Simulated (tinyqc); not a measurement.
Lateral field, substrate current, probability of reaching the oxide barrier and hot-carrier lifetime of a silicon transistor (pseudo-two-dimensional and lucky-electron models): one step, computed by the program tinyqc. Command: `OMP_NUM_THREADS=1 python tinyqc.py 3015758 3015759 out.jsonl hotcar walk`. One thread of a shared host (Intel(R) Xeon(R) Processor @ 2.30GHz), about 0.01 s of CPU time with the checks.

Local-field models: a lucky carrier gains its energy at the peak field over a path free of collisions. Voltages are magnitudes.

Question. Hot-carrier currents and lifetime. C_ox = 3.9 eps_0/t; F_sat = 2 v_s/mu; V_Dsat = V_ov F_sat L/(V_ov + F_sat L), V_ov = V_G - V_T; I_D/W = C_ox v_s (V_ov - V_Dsat). Scale length l = 0.22 t^(1/3) x_j^(1/2) (all in cm); F_m = sqrt(((V_D - V_Dsat)/l_e)^2 + F_sat^2), with l_e = l; length of the velocity-saturated region l_e ln((V_D - V_Dsat)/(l_e F_sat) + F_m/F_sat). Substrate current I_sub/I_D = (A_i/B_i)(V_D - V_Dsat) exp(-B_i/F_m); probability of reaching the oxide barrier exp(-phi_b/(e lambda F_m)); lifetime tau = (H/(I_D/W)) exp(phi_it/(e lambda F_m)).

Inputs (values chosen for the exercise, modelled on a silicon n-channel):
```
quantity                             value                      unit
channel length L                       560                        nm
oxide thickness t                       15                        nm
junction depth x_j                     120                        nm
mobility mu                            360                cm^2/(V s)
saturation velocity v_s               0.85                  1e7 cm/s
threshold voltage V_T                 0.78                         V
gate voltage V_G                       1.8                         V
drain voltage V_D                      3.8                         V
ionisation prefactor A_i           2.2e+06                      1/cm
ionisation field B_i                  1.71                     MV/cm
hot-carrier mean free path lambda      7.5                        nm
oxide barrier phi_b                    3.1                        eV
interface-trap threshold phi_it        3.8                        eV
lifetime constant H                    200  s microampere/micrometre
```

Drain: abrupt.

Constants: eps_0 = 8.8541878128e-12 F/m.

Give: I_sub/I_D; substrate current I_sub/W; probability of reaching phi_b; lifetime tau; exponent m = phi_it/(e lambda B_i).

Answer.

I_sub/I_D = 0.031625

substrate current I_sub/W = 1.7570 microampere/micrometre

probability of reaching phi_b = 8.5988e-06

lifetime tau = 5.8303e+06 s

exponent m = phi_it/(e lambda B_i) = 2.9630

Since both exponentials depend on 1/F_m, tau I_D scales about as (I_sub/I_D)^(-m) with m = 2.96, which lets I_sub serve as the monitor. The lifetime is 0.0185 times ten years (3.156e8 s).
